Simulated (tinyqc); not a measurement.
# Ballistic Schottky-barrier transistor with a two-dimensional channel, WKB contacts: several studies

Source Fermi level 0, drain Fermi level -Vd. Far from the contacts Ec = pn - psi, and the gate moves psi one to one; the band edges relax as exp(-x/lam) from pn at the source and pn - Vd at the drain; Ev = Ec - Eg. A carrier of energy w inside the channel band meets at a contact a barrier of height D (the contact edge beyond the channel edge): T = 1 for w >= D, else exp(-S), S = 4 lam sqrt(m/C) [sqrt(D - w) - sqrt(w) arctan sqrt((D - w)/w)], C = hbar^2/(2 m0). The two contacts combine as Ts Td/(Ts + Td - Ts Td).

Parameters, values chosen for the exercise; channel values close to those of a tungsten diselenide layer:

| symbol | value | unit | meaning |
|---|---|---|---|
| T | 300 | K | temperature |
| Eg | 1.4 | eV | band gap |
| pn | 0.62 | eV | barrier for electrons at both contacts |
| mn | 0.37 | m0 | electron mass |
| mp | 0.42 | m0 | hole mass |
| g | 2 |  | valleys or subbands |
| lam | 2.2 | nm | screening length at the contacts |
| Vd | 0.1 | V | drain bias |
| ps | 0.52 | V | band shift psi of the channel by the gate |

Constants: q = 1.602176634e-19 C, kB = 1.380649e-23 J/K, hbar = 1.054571817e-34 J s, h = 6.62607015e-34 J s, m0 = 9.1093837015e-31 kg, Vt = kB T/q, hbar^2/(2 m0) = 0.0380998212 eV nm^2. Results are converted to the units shown.

Each table varies one quantity; the others keep the values above.

## Effect of the screening length

I/W = g (2 q^2/h) int T(w) [N(Es + w) - N(Ed + w)] dw with w the energy of motion along the channel, N(y) = (1/2 pi) sqrt(pi m kB T/C) Fm(-y/kB T), Fm(x) = (1/sqrt(pi)) int_0^infinity u^(-1/2)/(1 + exp(u - x)) du. Electrons: Ds = psi, Dd = psi - Vd, Es = Ec, Ed = Ec + Vd. Holes: Ds = -psi, Dd = Vd - psi, Es = -Ev, Ed = -Ev - Vd. The size of each current is taken; both flow from drain to source and add. The integrals are converged.

Results:
```
lam (nm)  current of the electrons (uA/um)  share over the barriers (%)  |d psi/d log10| of this current (mV/decade)
0.5                                 0.3642                     5.847e-6                                        67.71
1.6                               0.002990                     7.121e-4                                        88.00
2.6                               1.736e-4                      0.01227                                        112.2
3.7                               2.227e-5                      0.09560                                        144.8
4.8                               5.724e-6                       0.3720                                        183.0
5.9                               2.243e-6                       0.9492                                        225.3
8                                 7.213e-7                        2.952                                        313.0
```

Estimate the missing row, lam = 6.9 nm.

Computed row:
```
lam (nm)  current of the electrons (uA/um)  share over the barriers (%)  |d psi/d log10| of this current (mV/decade)
6.9                               1.207e-6                        1.765                                        266.2
```

With this row back in the table: The current falls from 0.364 to 7.21e-7 uA/um, while the share over the barriers rises from 5.85e-6 to 2.95 %: the thermionic part does not depend on lam, and a thinner barrier adds tunnelling. The swing rises from 67.7 to 313 mV/decade.

## Barrier height from the temperature dependence

Same model as above.

The apparent barrier is -d ln(I_e/T^1.5)/d(q/kB T), taken between T - 10 K and T + 10 K for the electron current.

Barrier height from the temperature dependence:
```
ps (V)  electrons (uA/um)  Ec (eV)  apparent barrier (eV)
-0.25            1.34e-12    0.870                  0.868
-0.18            2.02e-11    0.800                  0.798
-0.11            3.02e-10    0.730                  0.728
-0.04             4.53e-9    0.660                  0.658
0                 2.13e-8    0.620                  0.618
0.1               1.27e-7    0.520                  0.562
0.17              4.20e-7    0.450                  0.517
0.24              1.47e-6    0.380                  0.467
0.31              5.53e-6    0.310                  0.412
0.38              2.26e-5    0.240                  0.353
0.45              9.99e-5    0.170                  0.292
```

What does the table show?

For psi < 0 the channel edge is the highest point, and the apparent barrier follows Ec one to one (0.868 eV against 0.870). At flat band it is 0.618 eV (psi = 0 V), near pn = 0.62 eV. Beyond, the top stays at pn but tunnelling lowers the apparent value to 0.292 eV in the last row, so only the point where the line bends gives the true barrier.

## Effect of the drain bias on the off state

Same model as above.

For each Vd, psi is set to the minimum of I.

Effect of the drain bias on the off state:
```
Vd (V)  psi at the minimum (V)  smallest I (uA/um)
0.05                    -0.113            8.29e-10
0.21                    -0.058             7.11e-9
0.37                     0.009             5.64e-8
0.53                     0.104             2.50e-7
0.68                     0.186             1.05e-6
0.84                     0.272             5.34e-6
1                        0.356             2.98e-5
```

Read the table: what changes, and by how much?

The smallest current rises from 8.29e-10 to 2.98e-5 uA/um, 4.67 decades a volt between the last two rows, and the minimum moves by 0.49 V a volt over the table: a larger Vd lets holes enter from the drain while electrons still enter from the source.

Range of the model: No scattering, image-force lowering, channel charge or band-to-band tunnelling; parabolic kappa overstates S deep in the gap.

Numbers from tinyqc (`OMP_NUM_THREADS=1 python tinyqc.py 2390115 2390116 out.jsonl`; about 0.4 s on one thread of a shared Intel Xeon 2.30GHz).
